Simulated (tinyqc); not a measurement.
Electrons shared among three sets of ellipsoidal valleys: one step. Masses of each set. Four cases, with inputs chosen for the exercise.

Question. One valley: m_d = (ml mt^2)^(1/3). Whole set: m_de = M^(2/3) m_d. Mean over three axes: 1/m_c = (1/ml + 2/mt)/3. Anisotropy K = ml/mt.

Case 1.

Values chosen (out of a larger set: masses and offsets near those of Ge; mobilities are free inputs, held fixed; not measured data): ml = (1.562, 0.041, 0.941) m0 (longitudinal masses of L, Gamma, Delta); mt = (0.0847, 0.041, 0.2093) m0 (transverse masses); M = (4, 1, 6) (valleys in each set).

Case 2.

Values chosen (out of a larger set: masses and offsets near those of Ge; mobilities are free inputs, held fixed; not measured data): ml = (1.637, 0.042, 0.892) m0 (longitudinal masses of L, Gamma, Delta); mt = (0.0781, 0.042, 0.1938) m0 (transverse masses); M = (4, 1, 6) (valleys in each set).

Case 3.

Values chosen (out of a larger set: masses and offsets near those of InP; mobilities are free inputs, held fixed; not measured data): ml = (0.077, 1.776, 1.325) m0 (longitudinal masses of Gamma, L, X); mt = (0.077, 0.1305, 0.2626) m0 (transverse masses); M = (1, 4, 3) (valleys in each set).

Case 4.

Values chosen (out of a larger set: masses and offsets near those of Si; mobilities are free inputs, held fixed; not measured data): ml = (0.957, 0.957, 1.619) m0 (longitudinal masses of Delta2, Delta4, L); mt = (0.1982, 0.1982, 0.1253) m0 (transverse masses); M = (2, 4, 4) (valleys in each set).

Give: m_d, m_de, m_c (m0) and K of each set.

Answer.

Case 1.

m_d, m_de, m_c (m0) and K of each set:
```
set       m_d    m_de     m_c      K
L      0.2238  0.5639  0.1237  18.44
Gamma  0.0410  0.0410  0.0410   1.00
Delta  0.3454  1.1406  0.2825   4.50
```

m_de/m_c is 4.56 for L, 1.00 for Gamma, 4.04 for Delta: many anisotropic valleys give many states at a light conductivity mass. m_c is the mean over three axes; a set that holds only some of the equivalent valleys conducts with a mass that depends on direction.

Case 2.

m_d, m_de, m_c (m0) and K of each set:
```
set       m_d    m_de     m_c      K
L      0.2153  0.5426  0.1144  20.96
Gamma  0.0420  0.0420  0.0420   1.00
Delta  0.3224  1.0644  0.2622   4.60
```

m_de/m_c is 4.74 for L, 1.00 for Gamma, 4.06 for Delta: many anisotropic valleys give many states at a light conductivity mass. m_c is the mean over three axes; a set that holds only some of the equivalent valleys conducts with a mass that depends on direction.

Case 3.

m_d, m_de, m_c (m0) and K of each set:
```
set       m_d    m_de     m_c      K
Gamma  0.0770  0.0770  0.0770   1.00
L      0.3116  0.7851  0.1888  13.61
X      0.4504  0.9369  0.3584   5.05
```

m_de/m_c is 1.00 for Gamma, 4.16 for L, 2.61 for X: many anisotropic valleys give many states at a light conductivity mass. m_c is the mean over three axes; a set that holds only some of the equivalent valleys conducts with a mass that depends on direction.

Case 4.

m_d, m_de, m_c (m0) and K of each set:
```
set        m_d    m_de     m_c      K
Delta2  0.3350  0.5318  0.2694   4.83
Delta4  0.3350  0.8441  0.2694   4.83
L       0.2940  0.7409  0.1809  12.92
```

m_de/m_c is 1.97 for Delta2, 3.13 for Delta4, 4.09 for L: many anisotropic valleys give many states at a light conductivity mass. m_c is the mean over three axes; a set that holds only some of the equivalent valleys conducts with a mass that depends on direction.

Computed by tinyqc, one run a case: `OMP_NUM_THREADS=1 python tinyqc.py N N+1 out.jsonl` with N = 1680332, 1680336, 1680372, 1680566; one thread of a shared Intel(R) Xeon(R) Processor @ 2.30GHz, about 0.02 s a run at most.
